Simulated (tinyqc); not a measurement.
From results to parameters: diatomic chain. Computed by the program tinyqc.

Problem. A chain of two alternating masses has one spring constant k; at the zone edge omega^2 = 2k/M and 2k/m, and wavenumber = 521.4708 sqrt(omega^2) with omega^2 in eV/(angstrom^2 u). Find k, the heavier mass and the optical wavenumber at q = 0.

wavenumbers at the zone edge (cm^-1): 456.082857  620.741758
lighter mass = 27.100000 u

Solution. The upper value gives k = m omega^2/2, the ratio of the squares gives M/m, and at q = 0 omega^2 = 2k (1/m + 1/M), the sum of the two.

k = 19.200 eV/angstrom^2
heavier mass = 50.2000 u
optical wavenumber at q = 0 = 770.280 cm^-1
